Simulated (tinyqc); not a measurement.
# Surface potential of a MOS transistor: implicit equation and explicit approximations: accuracy of the approximations against gate voltage

p-type body, charge-sheet picture, depletion and inversion only, full ionisation (an idealisation for deep acceptors), Boltzmann statistics (rough once Na exp(x - xn) passes about Nc/7). In units of Vt: xg = (Vg - Vfb)/Vt, x = psi/Vt, G = gamma/sqrt(Vt), xn = (2 phiF + Vc)/Vt. The implicit equation is (xg - x)^2 = G^2 [x - 1 + exp(x - xn)] for x above about 3. Cox = eps0 eox/tox.

ni = sqrt(Nc Nv) exp(-Eg/(2 Vt)), Eg in volts; phiF = Vt ln(Na/ni); gamma = sqrt(2 q eps0 eps_r Na)/Cox; VT = Vfb + Vt (xn + G sqrt(xn - 1)). Depletion value a = 1 + [sqrt(G^2/4 + xg - 1) - G/2]^2; inversion value b = xn + ln[(xg - xn)^2/G^2 - xn + 1] and first guess y = min(a, b) - ln(1 + exp(-|a - b|)) if a > xn + 1, else b = y = a; one second-order correction with D = exp(y - xn), p = 2 (xg - y) + G^2 (1 + D), w = (xg - y)^2 - G^2 (y - 1 + D): z = y + 2 w/(p + sqrt(p^2 - 2 (2 - G^2 D) w)), or the Newton step z = y + w/p where the root is not real. N_inv = (Cox Vt G/q) [sqrt(x - 1 + exp(x - xn)) - sqrt(x - 1)] at the root. Lambert form (Cox m Vt/q) W0[(G/(2 m sqrt(xn - 1))) exp((Vg - VT)/(m Vt))], m = 1 + G/(2 sqrt(xn - 1)). Errors under 1e-4 mV, and the linear form below VT, are printed as 0.

Inputs (values chosen for the exercise); band and dielectric values close to those of silicon: temperature T = 400 K; band gap Eg = 1.12 eV; relative permittivity eps_r = 11.5; conduction-band density of states at T Nc = 4.37e19 cm^-3; valence-band density of states at T Nv = 4.1e19 cm^-3; relative permittivity of the gate insulator (close to aluminium oxide) eox = 8.94; insulator thickness tox = 5 nm; acceptor density Na = 5.1e16 cm^-3; flat-band voltage Vfb = -0.35 V; channel-body voltage Vc = 0.5 V.

Constants: q = 1.602176634e-19 C, kB = 1.380649e-23 J/K, Vt = kB T/q, eps0 = 8.8541878128e-14 F/cm where lengths are in cm. Results are converted to the units shown.

Result of one run:

| Vg (V) | psi (V) | x - xn | error of y (mV) | error of z (mV) | N_inv (cm^-2) | Cox (Vg - VT)/q (cm^-2) | Lambert form (cm^-2) |
|---|---|---|---|---|---|---|---|
| 1.89 | 1.431 | 7.945 | 20.4 | -2.44 | 7.047e12 | 9.852e12 | 7.601e12 |

What becomes of these results when the gate-body voltage Vg is changed from 1.89 to 1.69 V, all else the same?

Result of the changed run:

| Vg (V) | psi (V) | x - xn | error of y (mV) | error of z (mV) | N_inv (cm^-2) | Cox (Vg - VT)/q (cm^-2) | Lambert form (cm^-2) |
|---|---|---|---|---|---|---|---|
| 1.69 | 1.413 | 7.426 | 24.1 | -6.17 | 5.254e12 | 7.876e12 | 5.725e12 |

The whole series:

| Vg (V) | psi (V) | x - xn | error of y (mV) | error of z (mV) | N_inv (cm^-2) | Cox (Vg - VT)/q (cm^-2) | Lambert form (cm^-2) |
|---|---|---|---|---|---|---|---|
| 0.49 | 0.7701 | -11.21 | 0 | 0 | 2.183e5 | 0 | 1.692e5 |
| 0.69 | 0.9615 | -5.660 | 4.87e-3 | 0 | 5.019e7 | 0 | 4.517e7 |
| 0.89 | 1.153 | -0.1153 | 1.13 | 0 | 1.161e10 | 0 | 1.167e10 |
| 1.09 | 1.295 | 4.013 | 31.8 | 7.95 | 5.291e11 | 1.947e12 | 5.965e11 |
| 1.29 | 1.355 | 5.757 | 38.8 | 14.2 | 1.890e12 | 3.923e12 | 2.124e12 |
| 1.49 | 1.389 | 6.744 | 29.7 | 9.13 | 3.518e12 | 5.899e12 | 3.886e12 |
| 1.69 | 1.413 | 7.426 | 24.1 | -6.17 | 5.254e12 | 7.876e12 | 5.725e12 |
| 1.89 | 1.431 | 7.945 | 20.4 | -2.44 | 7.047e12 | 9.852e12 | 7.601e12 |
| 2.09 | 1.445 | 8.363 | 17.7 | -1.35 | 8.876e12 | 1.183e13 | 9.499e12 |

psi rises from 0.770 to 1.44 V and ends 8.4 Vt above 2 phiF + Vc. Among the rows the first guess is off by at most 39 mV (at Vg = 1.29 V) and the corrected value by at most 14 mV. In the last row the linear form is 33 % above N_inv and the Lambert form 7.0 % above it; in the first row the Lambert form is 22 % below it. For Vg = 1.29, 1.49, 1.69, 1.89, 2.09 the electron quasi-Fermi level lies less than 2 Vt below the band edge at the surface, or above it, where degeneracy and confinement, left out, matter.

Program tinyqc, `OMP_NUM_THREADS=1 python tinyqc.py 2122011 2122012 out.jsonl`; Intel Xeon 2.30GHz, shared host, one thread, about 0.01 s.
